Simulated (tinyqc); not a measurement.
Inverse iteration on a symmetric matrix, step by step. One step of it, computed by the program tinyqc.

Task: Step 2. solve (A - shift) w = v; v' = w/|w| with its largest component positive (the first on a tie); lambda = v'^T A v'.

A:
```
           1          2          3          4          5
1   0.512000   0.735000  -0.506000   0.577000   0.273000
2   0.735000   0.533000   0.189000   0.741000  -0.163000
3  -0.506000   0.189000   0.867000  -0.800000  -0.500000
4   0.577000   0.741000  -0.800000   1.027000  -0.520000
5   0.273000  -0.163000  -0.500000  -0.520000   1.566000
```

vector after step 1: 0.437283  0.680702  0.468966  -0.268596  0.230987

shift = 0.580000

Give: vector after step 2; Rayleigh quotient after step 2.

Result:

vector after step 2: 0.3376  0.6241  0.6192  -0.1676  0.2918

Rayleigh quotient after step 2 = 0.8150
